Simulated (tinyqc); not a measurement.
CMOS latch-up, two-transistor model: one step of the calculation.

A parasitic pnp (emitter at Vdd, base shunted by Rw) and npn (emitter at ground, base shunted by Rs) feed each other: the npn collector current flows out of the pnp base node, the pnp collector current into the npn base node. Forward-active transistors with constant gains: Icn = Isn exp(Vn/Vt), Icp = Isp (exp(Vp/Vt) - 1). A current Ii is injected into the npn base node.

Question. The off branch. Node equations: Vp/Rw + Icp/bp = Icn and Vn/Rs + Icn/bn = Icp + Ii. Loop gain G = gn gp/[(1/Rw + gp/bp)(1/Rs + gn/bn)], gn = Icn/Vt, gp = (Icp + Isp)/Vt; the off state ends where G = 1, and Ii there is the trigger current. For each Vn: Icn, then Vp from the first equation, then Ii from the second.

Parameters, values chosen for the exercise; values close to those of bulk CMOS: temperature T = 300 K; current gain of the npn bn = 16.2; current gain of the pnp bp = 5.3; saturation current of the npn at T Isn = 2.2e-15 A; saturation current of the pnp at T Isp = 3.1e-15 A; substrate resistance shunting the npn Rs = 94 ohm; well resistance shunting the pnp Rw = 810 ohm; current injected into the substrate Ii = 6.09 mA.

Constants: q = 1.602176634e-19 C, kB = 1.380649e-23 J/K, Vt = kB T/q. Results are converted to the units shown.

Vn, point 0 to 7 (V): 0.485  0.565  0.615  0.645  0.665  0.685  0.7  0.715

Wanted: Icn; Vp; Icp; Ii; G.

Answer.

```
point  Icn (mA)    Vp (V)   Icp (mA)  Ii (mA)          G
0      3.091e-4  2.504e-4  3.017e-14    5.160  1.102e-13
1      0.006823  0.005527  7.389e-13    6.011  2.980e-12
2       0.04720   0.03823  1.050e-11    6.545  7.239e-11
3        0.1506    0.1220  3.446e-10    6.871   5.772e-9
4        0.3265    0.2645   8.603e-8    7.095   2.982e-6
5        0.7078    0.5714    0.01233    7.319     0.8000
6         1.264    0.7042      2.094    5.431      17.56
7         2.259    0.7359      7.157   0.5892      28.22
```

Ii peaks at 7.319 mA, at Vn = 0.6853 V where G = 1; beyond it the loop feeds itself.

tinyqc, about 0.05 s, one thread, Intel Xeon 2.30GHz (shared host): `OMP_NUM_THREADS=1 python tinyqc.py 2670053 2670054 out.jsonl`
